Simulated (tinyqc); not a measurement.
Inside a calculation. Method: Born-Oppenheimer dynamics on the UHF/6-31g surface (energies and gradients from PySCF), for H4, spin multiplicity 3. Computed by tinyqc, a small Python program that keeps every step (integrals from PySCF). Settings: charge = 0, multiplicity = 3, basis = 6-31g, time step (fs) = 0.2, steps = 16. Command: `OMP_NUM_THREADS=1 python tinyqc.py 27563 27564 out.jsonl` (the two numbers bound the seeds that draw the settings). One thread of a shared host (Intel(R) Xeon(R) Processor @ 2.60GHz), about 1 s of CPU time with the checks.

positions (bohr):
```
           x         y        z
1H   0.03968   0.01890  0.04913
2H  -0.04157  -0.01701  1.55902
3H   0.00567   2.21665  0.05291
4H   0.01512   2.19775  1.52501
```

The total energy should stay constant up to terms of order dt^2; the step counts as short enough if it moves by less than 2 % of the largest kinetic energy.

Trajectory:
```
time (fs)  1H-2H (angstrom)  potential (hartree)  kinetic (hartree)  total (hartree)
0.00000             0.80038           -1.9473082          0.0000246       -1.9472836
0.20000             0.80238           -1.9480467          0.0007587       -1.9472880
0.40000             0.80885           -1.9505552          0.0032529       -1.9473023
0.60000             0.81967           -1.9546064          0.0072825       -1.9473239
0.80000             0.83460           -1.9598557          0.0125068       -1.9473488
1.00000             0.85338           -1.9658982          0.0185248       -1.9473734
1.20000             0.87568           -1.9723254          0.0249305       -1.9473949
1.40000             0.90116           -1.9787689          0.0313572       -1.9474117
1.60000             0.92945           -1.9849276          0.0375043       -1.9474233
1.80000             0.96021           -1.9905768          0.0431467       -1.9474300
2.00000             0.99313           -1.9955662          0.0481335       -1.9474327
2.20000             1.02788           -1.9998098          0.0523775       -1.9474323
2.40000             1.06419           -2.0032728          0.0558432       -1.9474296
2.60000             1.10181           -2.0059597          0.0585343       -1.9474254
2.80000             1.14050           -2.0079023          0.0604821       -1.9474202
3.00000             1.18008           -2.0091517          0.0617371       -1.9474146
3.20000             1.22034           -2.0097711          0.0623625       -1.9474086
```

Is the time step short enough?

Yes. The total energy moves within 1.5e-04 hartree, under 2 % of the largest kinetic energy.
